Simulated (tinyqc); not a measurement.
Worked calculation: CIS on RHF in the sto-6g basis, frozen core, for BeH2, spin multiplicity 1. Computed by tinyqc, a small Python program that keeps every step (integrals from PySCF). Settings: charge = 0, multiplicity = 1, basis = sto-6g, method = RHF, frozen orbitals = 1, energy threshold = 1e-10, iteration cap = 52, orthogonalisation = canonical, start = Wolfsberg-Helmholz matrix, DIIS depth = 6. Command: `OMP_NUM_THREADS=1 python tinyqc.py 21518 21519 out.jsonl` (the two numbers bound the seeds that draw the settings). One thread of a shared host (Intel(R) Xeon(R) Processor @ 2.60GHz), about 0.1 s of CPU time with the checks. The early iterations of the SCF are left out here.

## One-electron integrals

Geometry (angstrom):
```
atom       x        y       z
Be    0.0000   0.0000  0.0000
H     0.0000   1.3890  0.0000
H     0.0000  -1.3510  0.0000
```

Basis sto-6g: exponents (1/bohr^2) and contraction coefficients of normalised primitives:
```
element  l (shell)  exponent  coefficient
Be           s (1)  312.8705       0.0092
Be           s (1)   57.3645       0.0494
Be           s (1)   16.0485       0.1685
Be           s (1)    5.5131       0.3706
Be           s (1)    2.1409       0.4165
Be           s (1)    0.8817       0.1303
Be           s (2)   13.6332      -0.0133
Be           s (2)    2.6984      -0.0470
Be           s (2)    0.8387      -0.0338
Be           s (2)    0.3227       0.2502
Be           s (2)    0.1401       0.5951
Be           s (2)    0.0642       0.2407
Be           p (3)   13.6332       0.0038
Be           p (3)    2.6984       0.0377
Be           p (3)    0.8387       0.1739
Be           p (3)    0.3227       0.4180
Be           p (3)    0.1401       0.4259
Be           p (3)    0.0642       0.1017
H            s (1)   35.5232       0.0092
H            s (1)    6.5131       0.0494
H            s (1)    1.8221       0.1685
H            s (1)    0.6260       0.3706
H            s (1)    0.2431       0.4165
H            s (1)    0.1001       0.1303
```

Overlap, kinetic and nuclear-attraction integrals over the contracted functions; the nuclear repulsion is the sum of Za Zb / Rab.

nuclear repulsion = 3.283811 hartree

overlap S:
```
         1Be 1s  1Be 2s  1Be 2px  1Be 2py  1Be 2pz   2H 1s    3H 1s
1Be 1s   1.0000  0.2548   0.0000   0.0000   0.0000  0.0647   0.0704
1Be 2s   0.2548  1.0000   0.0000   0.0000   0.0000  0.4411   0.4563
1Be 2px  0.0000  0.0000   1.0000   0.0000   0.0000  0.0000   0.0000
1Be 2py  0.0000  0.0000   0.0000   1.0000   0.0000  0.5110  -0.5220
1Be 2pz  0.0000  0.0000   0.0000   0.0000   1.0000  0.0000   0.0000
2H 1s    0.0647  0.4411   0.0000   0.5110   0.0000  1.0000   0.0345
3H 1s    0.0704  0.4563   0.0000  -0.5220   0.0000  0.0345   1.0000
```

kinetic energy T (hartree):
```
          1Be 1s   1Be 2s  1Be 2px  1Be 2py  1Be 2pz    2H 1s    3H 1s
1Be 1s    6.7688  -0.2074   0.0000   0.0000   0.0000  -0.0140  -0.0140
1Be 2s   -0.2074   0.2201   0.0000   0.0000   0.0000   0.0617   0.0673
1Be 2px   0.0000   0.0000   0.6613   0.0000   0.0000   0.0000   0.0000
1Be 2py   0.0000   0.0000   0.0000   0.6613   0.0000   0.1773  -0.1894
1Be 2pz   0.0000   0.0000   0.0000   0.0000   0.6613   0.0000   0.0000
2H 1s    -0.0140   0.0617   0.0000   0.1773   0.0000   0.7685  -0.0079
3H 1s    -0.0140   0.0673   0.0000  -0.1894   0.0000  -0.0079   0.7685
```

nuclear attraction V (hartree):
```
           1Be 1s   1Be 2s  1Be 2px  1Be 2py  1Be 2pz    2H 1s    3H 1s
1Be 1s   -15.4875  -1.8476   0.0000   0.0010   0.0000  -0.5131  -0.5598
1Be 2s    -1.8476  -3.0263   0.0000   0.0045   0.0000  -1.2818  -1.3421
1Be 2px    0.0000   0.0000  -2.9512   0.0000   0.0000   0.0000   0.0000
1Be 2py    0.0010   0.0045   0.0000  -3.1763   0.0000  -1.4562   1.5079
1Be 2pz    0.0000   0.0000   0.0000   0.0000  -2.9512   0.0000   0.0000
2H 1s     -0.5131  -1.2818   0.0000  -1.4562   0.0000  -2.9469  -0.1140
3H 1s     -0.5598  -1.3421   0.0000   1.5079   0.0000  -0.1140  -2.9878
```

core Hamiltonian H = T + V (hartree):
```
          1Be 1s   1Be 2s  1Be 2px  1Be 2py  1Be 2pz    2H 1s    3H 1s
1Be 1s   -8.7187  -2.0550   0.0000   0.0010   0.0000  -0.5270  -0.5737
1Be 2s   -2.0550  -2.8062   0.0000   0.0045   0.0000  -1.2200  -1.2747
1Be 2px   0.0000   0.0000  -2.2899   0.0000   0.0000   0.0000   0.0000
1Be 2py   0.0010   0.0045   0.0000  -2.5150   0.0000  -1.2789   1.3185
1Be 2pz   0.0000   0.0000   0.0000   0.0000  -2.2899   0.0000   0.0000
2H 1s    -0.5270  -1.2200   0.0000  -1.2789   0.0000  -2.1784  -0.1219
3H 1s    -0.5737  -1.2747   0.0000   1.3185   0.0000  -0.1219  -2.2193
```

## Two-electron integrals

Functions are numbered as in S; the eight-fold symmetry (ij|kl) = (ji|kl) = (kl|ij) leaves the list below.

Two-electron integrals (ij|kl) in chemists' order, unique and non-zero (hartree):
```
(11|11) 2.3000     (21|11) 0.3619     (21|21) 0.0719     (22|11) 0.5703
(22|21) 0.1397     (22|22) 0.4178     (31|31) 0.0153     (32|31) 0.0226
(32|32) 0.0923     (33|11) 0.5703     (33|21) 0.1397     (33|22) 0.4178
(33|33) 0.4501     (41|41) 0.0153     (42|41) 0.0226     (42|42) 0.0923
(43|43) 0.0243     (44|11) 0.5703     (44|21) 0.1397     (44|22) 0.4178
(44|33) 0.4016     (44|44) 0.4501     (51|51) 0.0153     (52|51) 0.0226
(52|52) 0.0923     (53|53) 0.0243     (54|54) 0.0243     (55|11) 0.5703
(55|21) 0.1397     (55|22) 0.4178     (55|33) 0.4016     (55|44) 0.4016
(55|55) 0.4501     (61|11) 0.0947     (61|21) 0.0183     (61|22) 0.0353
(61|33) 0.0350     (61|41) 0.0018     (61|42) 0.0035     (61|44) 0.0358
(61|55) 0.0350     (61|61) 0.0049     (62|11) 0.2125     (62|21) 0.0528
(62|22) 0.1701     (62|33) 0.1638     (62|41) 0.0074     (62|42) 0.0423
(62|44) 0.1825     (62|55) 0.1638     (62|61) 0.0148     (62|62) 0.1005
(63|31) 0.0053     (63|32) 0.0235     (63|43) 0.0075     (63|63) 0.0096
(64|11) 0.2236     (64|21) 0.0563     (64|22) 0.1897     (64|33) 0.1785
(64|41) 0.0120     (64|42) 0.0660     (64|44) 0.2119     (64|55) 0.1785
(64|61) 0.0166     (64|62) 0.1278     (64|64) 0.1685     (65|51) 0.0053
(65|52) 0.0235     (65|54) 0.0075     (65|65) 0.0096     (66|11) 0.3781
(66|21) 0.0958     (66|22) 0.3437     (66|33) 0.3189     (66|41) 0.0163
(66|42) 0.1180     (66|44) 0.3934     (66|55) 0.3189     (66|61) 0.0279
(66|62) 0.2547     (66|64) 0.3448     (66|66) 0.7750     (71|11) 0.1032
(71|21) 0.0199     (71|22) 0.0384     (71|33) 0.0381     (71|41) -0.0020
(71|42) -0.0038    (71|44) 0.0390     (71|55) 0.0381     (71|61) 0.0048
(71|62) 0.0133     (71|64) 0.0136     (71|66) 0.0238     (71|71) 0.0058
(72|11) 0.2232     (72|21) 0.0554     (72|22) 0.1775     (72|33) 0.1711
(72|41) -0.0078    (72|42) -0.0437    (72|44) 0.1903     (72|55) 0.1711
(72|61) 0.0129     (72|62) 0.0563     (72|64) 0.0568     (72|66) 0.1056
(72|71) 0.0169     (72|72) 0.1080     (73|31) 0.0056     (73|32) 0.0249
(73|43) -0.0078    (73|63) 0.0044     (73|73) 0.0106     (74|11) -0.2320
(74|21) -0.0583    (74|22) -0.1956    (74|33) -0.1842    (74|41) 0.0126
(74|42) 0.0684     (74|44) -0.2186    (74|55) -0.1842    (74|61) -0.0130
(74|62) -0.0558    (74|64) -0.0536    (74|66) -0.1026    (74|71) -0.0187
(74|72) -0.1360    (74|74) 0.1778     (75|51) 0.0056     (75|52) 0.0249
(75|54) -0.0078    (75|65) 0.0044     (75|75) 0.0106     (76|11) 0.0206
(76|21) 0.0050     (76|22) 0.0146     (76|33) 0.0143     (76|41) 7.63e-06
(76|42) 5.47e-05   (76|44) 0.0152     (76|55) 0.0143     (76|61) 0.0013
(76|62) 0.0062     (76|64) 0.0071     (76|66) 0.0133     (76|71) 0.0014
(76|72) 0.0064     (76|74) -0.0073    (76|76) 0.0005     (77|11) 0.3882
(77|21) 0.0983     (77|22) 0.3499     (77|33) 0.3246     (77|41) -0.0170
(77|42) -0.1203    (77|44) 0.4005     (77|55) 0.3246     (77|61) 0.0224
(77|62) 0.1027     (77|64) 0.1013     (77|66) 0.1931     (77|71) 0.0311
(77|72) 0.2650     (77|74) -0.3555    (77|76) 0.0133     (77|77) 0.7750
```

## Orthogonalisation

S = U s U^T; canonical form X = U s^(-1/2), so that X^T S X = 1. Each column of U has its largest component positive (the first on a tie).

eigenvalues of S: 0.2514  0.3605  0.9392  1.0000  1.0000  1.7098  1.7391

X:
```
               1        2        3       4        5        6        7
1Be 1s    0.0185  -0.3192   0.9569  0.0000   0.0000   0.0867   0.2278
1Be 2s   -0.1166   1.2092  -0.0875  0.0000   0.0000   0.1827   0.4827
1Be 2px   0.0000   0.0000   0.0000  0.0969   0.9953   0.0000   0.0000
1Be 2py   1.3890   0.0934   0.0041  0.0000   0.0000   0.5124  -0.1902
1Be 2pz   0.0000   0.0000   0.0000  0.9953  -0.0969   0.0000   0.0000
2H 1s    -0.9307  -0.8383  -0.2689  0.0000   0.0000   0.4792   0.1981
3H 1s     1.0807  -0.7061  -0.2627  0.0000   0.0000  -0.2276   0.4633
```

Within a degenerate level the vectors are fixed only up to a rotation; this is one choice.

## Iteration 6 (converged): orbitals

converged F (hartree):
```
          1Be 1s   1Be 2s  1Be 2px  1Be 2py  1Be 2pz    2H 1s    3H 1s
1Be 1s   -4.5897  -1.2488   0.0000   0.0003   0.0000  -0.3223  -0.3503
1Be 2s   -1.2488  -0.5969   0.0000   0.0057   0.0000  -0.3964  -0.4107
1Be 2px   0.0000   0.0000   0.2091   0.0000   0.0000   0.0000   0.0000
1Be 2py   0.0003   0.0057   0.0000  -0.2253   0.0000  -0.3284   0.3341
1Be 2pz   0.0000   0.0000   0.0000   0.0000   0.2091   0.0000   0.0000
2H 1s    -0.3223  -0.3964   0.0000  -0.3284   0.0000  -0.2971  -0.0442
3H 1s    -0.3503  -0.4107   0.0000   0.3341   0.0000  -0.0442  -0.3132
```

Diagonalise F' = X^T F X, C = X C', fill 3 alpha and 3 beta electrons from the bottom; D = 2 C_occ C_occ^T. Each column has its largest component positive (the first on a tie).

F' = X^T F X (hartree):
```
         1       2        3       4       5        6        7
1   0.8919  0.0237  -0.0181  0.0000  0.0000   0.0386  -0.0218
2   0.0237  0.3874   0.4854  0.0000  0.0000   0.0696   0.1783
3  -0.0181  0.4854  -3.7432  0.0000  0.0000  -0.5673  -1.5138
4   0.0000  0.0000   0.0000  0.2091  0.0000   0.0000   0.0000
5   0.0000  0.0000   0.0000  0.0000  0.2091   0.0000   0.0000
6   0.0386  0.0696  -0.5673  0.0000  0.0000  -0.5142  -0.2693
7  -0.0218  0.1783  -1.5138  0.0000  0.0000  -0.2693  -1.1450
```

orbital energies (hartree): MO1 -4.5913, MO2 -0.4530, MO3 -0.4160, MO4 0.2091, MO5 0.2091, MO6 0.4426, MO7 0.8945

coefficients C:
```
             MO1      MO2      MO3      MO4     MO5      MO6      MO7
1Be 1s    0.9946  -0.2108  -0.0207   0.0000  0.0000  -0.2078   0.0043
1Be 2s    0.0215   0.5552   0.0618   0.0000  0.0000   1.1974  -0.0583
1Be 2px   0.0000   0.0000   0.0000  -0.4497  0.8932   0.0000   0.0000
1Be 2py  -0.0001  -0.0517   0.4969   0.0000  0.0000   0.0272   1.4094
1Be 2pz   0.0000   0.0000   0.0000   0.8932  0.4497   0.0000   0.0000
2H 1s    -0.0022   0.3524   0.4516   0.0000  0.0000  -0.8166  -0.9567
3H 1s    -0.0021   0.4384  -0.3658   0.0000  0.0000  -0.7811   1.0324
```

D after iteration 6:
```
          1Be 1s   1Be 2s  1Be 2px  1Be 2py  1Be 2pz    2H 1s    3H 1s
1Be 1s    2.0684  -0.1940   0.0000   0.0011   0.0000  -0.1717  -0.1738
1Be 2s   -0.1940   0.6252   0.0000   0.0041   0.0000   0.4471   0.4415
1Be 2px   0.0000   0.0000   0.0000   0.0000   0.0000   0.0000   0.0000
1Be 2py   0.0011   0.0041   0.0000   0.4992   0.0000   0.4125  -0.4089
1Be 2pz   0.0000   0.0000   0.0000   0.0000   0.0000   0.0000   0.0000
2H 1s    -0.1717   0.4471   0.0000   0.4125   0.0000   0.6564  -0.0214
3H 1s    -0.1738   0.4415   0.0000  -0.4089   0.0000  -0.0214   0.6521
```

Within a degenerate level the vectors are fixed only up to a rotation; this is one choice.

## Convergence

Stop when the energy changes by less than 1e-10 hartree and every element of the error matrix X^T (F D S - S D F) X is below 3e-06.

Course of the cycle:
```
iteration  E (hartree)     change  largest element of the error matrix
1           -15.703017          -                             1.71e-01
2           -15.719851  -1.68e-02                             2.02e-02
3           -15.720129  -2.78e-04                             1.87e-03
4           -15.720134  -4.64e-06                             2.27e-05
5           -15.720134  -5.00e-10                             7.67e-07
6           -15.720134  -8.10e-13                             1.23e-07
```

PySCF RHF in the same basis = -15.720134 hartree

Converged in 6 iterations.

## Integrals over molecular orbitals

(pq|rs) = sum C_ip C_jq C_kr C_ls (ij|kl), one index at a time.

one-electron integrals over orbitals h = C^T H C (hartree):
```
         1        2        3        4        5        6        7
1  -8.7096   0.2195   0.0222   0.0000   0.0000   0.2065  -0.0039
2   0.2195  -2.4401   0.0073   0.0000   0.0000  -0.1940   0.0293
3   0.0222   0.0073  -2.3939   0.0000   0.0000  -0.0358  -0.2853
4   0.0000   0.0000   0.0000  -2.2899   0.0000   0.0000   0.0000
5   0.0000   0.0000   0.0000   0.0000  -2.2899   0.0000   0.0000
6   0.2065  -0.1940  -0.0358   0.0000   0.0000  -1.9350  -0.0029
7  -0.0039   0.0293  -0.2853   0.0000   0.0000  -0.0029  -1.8213
```

Two-electron integrals over orbitals (pq|rs), unique and non-zero (hartree); the lowest 1 orbital is frozen and left out:
```
(22|22) 0.4025      (32|22) -0.0365     (32|32) 0.1574      (33|22) 0.4006
(33|32) 0.0303      (33|33) 0.4372      (42|42) 0.0481      (43|42) 0.0034
(43|43) 0.0146      (44|22) 0.3660      (44|32) -1.82e-04   (44|33) 0.3528
(44|44) 0.4501      (52|52) 0.0481      (53|52) 0.0034      (53|53) 0.0146
(54|54) 0.0243      (55|22) 0.3660      (55|32) -1.82e-04   (55|33) 0.3528
(55|44) 0.4016      (55|55) 0.4501      (62|22) -0.0252     (62|32) 0.0108
(62|33) -0.0436     (62|44) 0.0551      (62|55) 0.0551      (62|62) 0.0784
(63|22) 0.0180      (63|32) -0.0910     (63|33) -0.0240     (63|44) 0.0089
(63|55) 0.0089      (63|62) 0.0036      (63|63) 0.0840      (64|42) 0.0470
(64|43) 0.0053      (64|64) 0.0513      (65|52) 0.0470      (65|53) 0.0053
(65|65) 0.0513      (66|22) 0.3929      (66|32) 0.0056      (66|33) 0.4062
(66|44) 0.3670      (66|55) 0.3670      (66|62) -0.0309     (66|63) -0.0082
(66|66) 0.4099      (72|22) 0.0116      (72|32) -0.0438     (72|33) -0.0049
(72|44) -0.0069     (72|55) -0.0069     (72|62) -0.0147     (72|63) 0.0603
(72|66) 0.0013      (72|72) 0.0586      (73|22) -0.0051     (73|32) 4.37e-05
(73|33) -0.0203     (73|44) 0.0609      (73|55) 0.0609      (73|62) 0.0730
(73|63) 0.0146      (73|66) -0.0235     (73|72) -0.0060     (73|73) 0.0827
(74|42) -0.0030     (74|43) 0.0135      (74|64) -0.0011     (74|74) 0.0166
(75|52) -0.0030     (75|53) 0.0135      (75|65) -0.0011     (75|75) 0.0166
(76|22) -0.0301     (76|32) 0.1396      (76|33) 0.0303      (76|44) -4.18e-04
(76|55) -4.18e-04   (76|62) 0.0084      (76|63) -0.0930     (76|66) 0.0075
(76|72) -0.0546     (76|73) -0.0020     (76|76) 0.1396      (77|22) 0.4262
(77|32) -0.0104     (77|33) 0.4405      (77|44) 0.3889      (77|55) 0.3889
(77|62) -0.0333     (77|63) 0.0029      (77|66) 0.4326      (77|72) 0.0067
(77|73) -0.0083     (77|76) -0.0069     (77|77) 0.4841
```

## CIS matrix, singlets

A(ia,jb) = (e_a - e_i) d_ij d_ab + 2 (ia|jb) - (ij|ab).

CIS matrix A, singlet (hartree):
```
        2>4     2>5     2>6      2>7     3>4     3>5      3>6      3>7
2>4  0.3923  0.0000  0.0000   0.0000  0.0069  0.0000   0.0000   0.0000
2>5  0.0000  0.3923  0.0000   0.0000  0.0000  0.0069   0.0000   0.0000
2>6  0.0000  0.0000  0.6595   0.0008  0.0000  0.0000   0.0016   0.0064
2>7  0.0000  0.0000  0.0008   1.0385  0.0000  0.0000  -0.0191  -0.0015
3>4  0.0069  0.0000  0.0000   0.0000  0.3014  0.0000   0.0000   0.0000
3>5  0.0000  0.0069  0.0000   0.0000  0.0000  0.3014   0.0000   0.0000
3>6  0.0000  0.0000  0.0016  -0.0191  0.0000  0.0000   0.6204  -0.0012
3>7  0.0000  0.0000  0.0064  -0.0015  0.0000  0.0000  -0.0012   1.0354
```

## CIS singlet states

dipole integrals <i|r|a> (bohr):
```
           x        y       z
2>4  -0.4305   0.0000  0.8551
2>5   0.8551   0.0000  0.4305
2>6   0.0000   0.0891  0.0000
2>7   0.0000  -0.6112  0.0000
3>4  -0.0451   0.0000  0.0896
3>5   0.0896   0.0000  0.0451
3>6   0.0000  -1.1506  0.0000
3>7   0.0000  -0.0424  0.0000
```

Diagonalise A (1 hartree = 27.211386 eV); each vector has its largest component positive (the first on a tie). The transition dipole is mu = sqrt2 sum c_ia <i|r|a>.

singlet excitation energies (eV): 8.1883  8.1883  10.6900  10.6900  16.8569  17.9436  28.1636  28.2956

lowest vectors:
```
     state 1  state 2  state 3  state 4  state 5  state 6
2>4  -0.0016  -0.0752  -0.1227   0.9896   0.0000   0.0000
2>5  -0.0752   0.0016   0.9896   0.1227   0.0000   0.0000
2>6   0.0000   0.0000   0.0000   0.0000  -0.0419   0.9990
2>7   0.0000   0.0000   0.0000   0.0000   0.0455   0.0001
3>4   0.0214   0.9969  -0.0093   0.0746   0.0000   0.0000
3>5   0.9969  -0.0214   0.0746   0.0093   0.0000   0.0000
3>6   0.0000   0.0000   0.0000   0.0000   0.9981   0.0420
3>7   0.0000   0.0000   0.0000   0.0000   0.0036  -0.0169
```

oscillator strengths 2/3 w |mu|^2: 0.0003  0.0003  0.4849  0.4849  1.1502  0.0015

Within a degenerate level the vectors are fixed only up to a rotation; this is one choice.

## CIS matrix, triplets

A(ia,jb) = (e_a - e_i) d_ij d_ab - (ij|ab).

CIS matrix A, triplet (hartree):
```
        2>4     2>5      2>6      2>7     3>4     3>5      3>6      3>7
2>4  0.2961  0.0000   0.0000   0.0000  0.0002  0.0000   0.0000   0.0000
2>5  0.0000  0.2961   0.0000   0.0000  0.0000  0.0002   0.0000   0.0000
2>6  0.0000  0.0000   0.5027   0.0301  0.0000  0.0000  -0.0056  -0.1396
2>7  0.0000  0.0000   0.0301   0.9212  0.0000  0.0000  -0.1396   0.0104
3>4  0.0002  0.0000   0.0000   0.0000  0.2723  0.0000   0.0000   0.0000
3>5  0.0000  0.0002   0.0000   0.0000  0.0000  0.2723   0.0000   0.0000
3>6  0.0000  0.0000  -0.0056  -0.1396  0.0000  0.0000   0.4525  -0.0303
3>7  0.0000  0.0000  -0.1396   0.0104  0.0000  0.0000  -0.0303   0.8699
```

## CIS triplet states

Diagonalise A (1 hartree = 27.211386 eV); each vector has its largest component positive (the first on a tie).

triplet excitation energies (eV): 7.4088  7.4088  8.0569  8.0569  11.2070  12.3581  24.9560  26.2100

lowest vectors:
```
     state 1  state 2  state 3  state 4  state 5  state 6
2>4  -0.0003  -0.0076   0.0190   0.9998   0.0000   0.0000
2>5  -0.0076   0.0003   0.9998  -0.0190   0.0000   0.0000
2>6   0.0000   0.0000   0.0000   0.0000   0.1197   0.9378
2>7   0.0000   0.0000   0.0000   0.0000   0.2529  -0.1033
3>4   0.0370   0.9993   0.0001   0.0076   0.0000   0.0000
3>5   0.9993  -0.0370   0.0076  -0.0001   0.0000   0.0000
3>6   0.0000   0.0000   0.0000   0.0000   0.9555  -0.1205
3>7   0.0000   0.0000   0.0000   0.0000   0.0939   0.3087
```

Within a degenerate level the vectors are fixed only up to a rotation; this is one choice.
